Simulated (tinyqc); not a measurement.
What moves the results: static screening by free carriers. A value that a table varies takes the place of the one given here.

kF = (3 pi^2 n/Mv)^(1/3), EF = c kF^2/m with c = hbar^2/2m0, n in 1/angstrom^3 (1e-24 per 1/cm^3), e2 = e^2/(4 pi eps0). Thomas-Fermi: qTF^2 = 6 pi e2 n/(eps EF). Debye: qD^2 = 4 pi e2 n/(eps kB T).

F_j(eta) = (1/Gamma(j + 1)) integral_0^infinity x^j dx/(1 + exp(x - eta)), which tends to exp(eta) for eta << 0.

At finite T: qs^2 = qD^2 F_-1/2(eta)/F_1/2(eta), where n = Mv N F_1/2(eta) and N = 2 (m kB T/(4 pi c))^(3/2) with c = hbar^2/2m0, in 1/angstrom^3; times 1e24 for 1/cm^3.

Donor in the screened potential -(e2/eps) exp(-qs r)/r with the trial function exp(-r/a): E(a) = c/(m a^2) - (e2/eps) 4/(a (2 + qs a)^2), e2 = e^2/(4 pi eps0), c = hbar^2/2m0; isotropic mass.

Constants: hbar^2/2m0 = 3.80998211 eV angstrom^2; e^2/(4 pi eps0) = 14.39964547 eV angstrom; kB = 8.617333262e-05 eV/K; a0 (Bohr radius) = 0.5291772105 angstrom.

Parameters, chosen for this exercise (near those of Ge; not measured data): m = 0.2186 m0 (mass of one isotropic valley); Mv = 4 (valleys); eps = 15.9 (background dielectric constant); T = 300 K; n = 2.8e+18 1/cm^3 (carrier density).

## Screening unbinds the donor

All carriers n are taken as free and screen with qs(T); E(a) is minimised over a; a dash marks no bound state. aB = a0 eps/m.

Donor level:
```
n (1/cm^3)  n^(1/3) aB  qs aB  E (meV)   a/aB
1.0e+14          0.018  0.008   -11.58  1.000
1.0e+15          0.038  0.026   -11.18  1.000
6.0e+15          0.070  0.063   -10.36  1.003
2.0e+16          0.104  0.114    -9.29  1.009
5.0e+16          0.142  0.180    -8.04  1.021
1.0e+17          0.179  0.255    -6.76  1.039
3.0e+17          0.258  0.440    -4.14  1.112
8.0e+17          0.357  0.713    -1.49  1.317
```

aB = 38.5 angstrom

The level rises from -11.58 meV at the lowest density to -1.49 meV at 8e+17 1/cm^3, against -11.76 meV unscreened. It stays bound over this range. This trial function loses binding at qs aB = 1 and the exact Yukawa problem at 1.19; the Mott rule of thumb is n^(1/3) aB = 0.26, which the last bound row of this table passes: the rule belongs to low temperature, and thermal carriers screen more weakly.

## From Debye to Thomas-Fermi

Screening lengths (angstrom):
```
n (1/cm^3)    eta  Debye  Thomas-Fermi  finite T
3.0e+16     -5.83  275.2         35.33     275.3
2.0e+17     -3.93  106.6         25.75     106.9
1.0e+18     -2.29  47.66         19.69     48.47
4.0e+18     -0.80  23.83         15.63     25.40
2.0e+19      1.34  10.66         11.95     13.71
5.0e+19      3.20  6.740         10.26     10.72
2.0e+20      8.66  3.370         8.143     8.190
6.0e+20     18.17  1.946         6.781     6.789
```

Debye is within 5 % of the finite-T length up to 1e+18 1/cm^3 of the densities listed and Thomas-Fermi from 5e+19 on. The length goes as n^-0.50 at the low end and n^-0.17 at the high end, against the limits -1/2 and -1/6. Both limits give too short a length.

## What sets the screening length

All results formed anew. Each row changes one parameter from the base and keeps the others.

Results:
```
case                Debye (angstrom)  Thomas-Fermi (angstrom)  finite T (angstrom)
base                           28.48                    16.59                29.82
n = 5.6e+18 1/cm^3             20.14                    14.78                21.97
m = 0.2842 m0                  28.48                    14.55                29.39
eps = 19.08                    31.20                    18.17                32.66
T = 360 K                      31.20                    16.59                32.32
Mv = 5                         28.48                    15.40                29.56
```

The largest shifts from the base row, up to three for each result and ties (the steps differ in size, so this ranks the rows, not the parameters). Debye (angstrom): n -8.34, eps +2.72, T +2.72; unchanged at the printed digits by m and Mv. Thomas-Fermi (angstrom): m -2.04, n -1.81, eps +1.58; unchanged at the printed digits by T. finite T (angstrom): n -7.84, eps +2.85, T +2.50.

(tinyqc, `OMP_NUM_THREADS=1 python tinyqc.py 1681239 1681240 out.jsonl`, Intel(R) Xeon(R) Processor @ 2.30GHz, 1 thread, shared host, about 0.01 s.)
